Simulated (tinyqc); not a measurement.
# Undoped symmetric double-gate MOSFET, analytic potential model: what changes with what

An undoped body of thickness ts between two equal insulators and tied gates; long channel, electrons only, n = ni exp((psi - V)/Vt) with V the quasi-Fermi potential (0 at the source, Vd at the drain), constant mobility, no quantisation. Across the body psi(x) = V - 2 Vt ln[(ts/(2 beta)) sqrt(q ni/(2 eps0 eps_r Vt)) cos(2 beta x/ts)], x from the centre. Q is the electron charge per area of the whole body.

Parameters, values chosen for the exercise; material values close to those of In0.53Ga0.47As: temperature T = 400 K; band gap Eg = 0.737 eV; relative permittivity of the semiconductor eps_r = 14.1; conduction-band density of states at T Nc = 3.23e17 cm^-3; valence-band density of states at T Nv = 1.19e19 cm^-3; relative permittivity of the gate insulator eox = 4.03; insulator thickness tox = 2.1 nm; body thickness ts = 20 nm; gate work function less that of the intrinsic body dphi = 0.21 V; channel mobility mu = 290 cm^2/(V s); gate length L = 2 um; drain voltage Vd = 0.8 V.

Constants: q = 1.602176634e-19 C, kB = 1.380649e-23 J/K, Vt = kB T/q, eps0 = 8.8541878128e-14 F/cm where lengths are in cm. Results are converted to the units shown.

Each table varies one quantity; the others keep the values above.

## Transfer curve and volume inversion

ni = sqrt(Nc Nv) exp(-Eg/(2 Vt)), Eg in volts; r = eps_r tox/(eox ts); V0 = dphi + 2 Vt ln[(2/ts) sqrt(2 eps0 eps_r Vt/(q ni))]. beta (between 0 and pi/2) solves (Vg - V0 - V)/(2 Vt) = ln(beta) - ln(cos beta) + 2 r beta tan(beta). Q = 8 eps0 eps_r Vt beta tan(beta)/ts; I = mu (1/L)(4 eps0 eps_r/ts)(2 Vt)^2 [g(beta_s) - g(beta_d)] per width, g = beta tan(beta) - beta^2/2 + r beta^2 tan^2(beta), with beta_s at V = 0 and beta_d at V = Vd. The drop is psi(surface) - psi(centre) at the source end; C = dQs/dVg, Cg = 2 eps0 eox/tox; gm = dI/dVg.

Transfer curve and volume inversion:
```
Vg (V)	Qs (nC/cm^2)	drop (mV)	C/Cg	I (uA/um)	gm/I (1/V)
0.23	0.02553	0.005112	2.179e-4	1.276e-4	29.01
0.34	0.6163	0.1234	0.005222	0.003092	28.90
0.45	12.88	2.548	0.09493	0.06950	26.88
0.57	118.9	21.31	0.4284	1.010	17.06
0.68	319.1	48.59	0.6224	4.408	10.50
0.79	573.7	73.62	0.7298	11.47	7.249
0.9	859.6	94.37	0.7951	22.87	5.449
1.02	1194	112.9	0.8405	40.71	4.252
1.13	1514	127.0	0.8686	62.29	3.522
```

Read the table: what changes, and by how much?

The current rises from 1.28e-4 to 62.3 uA/um. In the first row gm/I is 29.0 1/V, 0.016 % below 1/Vt: with no depletion charge the whole body follows the gate, and the swing is ideal. The drop between surface and centre goes from 0.0051 to 127 mV and passes Vt at Vg = 0.68 V among the rows; below that the density varies across the body by less than a factor of e (volume inversion). C reaches 0.87 of Cg in the last row. For Vg = 0.57 to 1.13 V the surface density at the source passes 0.3 Nc, where Boltzmann statistics fail.

## Output curve

Same model as above.

In this table Vg = 0.83 V.

Output curve:
```
Vd (V)	Qd (nC/cm^2)	Qd/Qs	I (uA/um)
0.06	524.6	0.7774	5.211
0.11	407.0	0.6031	8.583
0.16	298.2	0.4419	11.13
0.21	200.9	0.2978	12.93
0.27	104.7	0.1552	14.25
0.32	47.96	0.07107	14.78
0.37	16.47	0.02442	15.00
0.42	4.477	0.006635	15.07
0.47	1.095	0.001622	15.09
```

What does the comparison show?

The current rises from 5.21 to 15.1 uA/um, while the charge at the drain end falls from 0.78 to 0.0016 of that at the source. The current first comes within 1 % of its last value at Vd = 0.37 V among the rows. Over the last rows Qd falls by a factor of e for each Vt of drain voltage: the drain end is in weak inversion. In every row the surface density at the source passes 0.3 Nc, where Boltzmann statistics fail.

## Effect of the insulator thickness

Q = 8 eps0 eps_r Vt beta tan(beta)/ts; I = mu (1/L)(4 eps0 eps_r/ts)(2 Vt)^2 [g(beta_s) - g(beta_d)] per width, g = beta tan(beta) - beta^2/2 + r beta^2 tan^2(beta), with beta_s at V = 0 and beta_d at V = Vd.  I(low) is taken at Vg = 0.28 V, Qs and I(high) at Vg = 1.03 V.

The same in every row: V0 (V) = 0.5339.

Effect of the insulator thickness:
```
tox (nm)	I(low) (nA/um)	Qs(high) (nC/cm^2)	I(high) (uA/um)
0.7	0.5443	3038	94.10
1	0.5442	2269	73.14
1.5	0.5442	1621	54.52
2.1	0.5441	1222	42.46
3	0.5440	903.3	32.39
4.4	0.5438	650.3	24.05
6.3	0.5436	476.1	18.09
```

What does the comparison show?

As tox goes from 0.7 to 6.3 nm, I(low) stays near 0.544 nA/um and I(high) falls from 94.1 to 18.1 uA/um. On average I(low) is independent of tox and I(high) goes as tox^(-0.75). Below threshold no voltage drops over the insulator in this long-channel model, so its thickness does not matter there. In every row the surface density at the source at the higher gate voltage passes 0.3 Nc, where Boltzmann statistics fail.

tinyqc, about 0.03 s, one thread, Intel Xeon 2.30GHz (shared host): `OMP_NUM_THREADS=1 python tinyqc.py 2440146 2440147 out.jsonl`
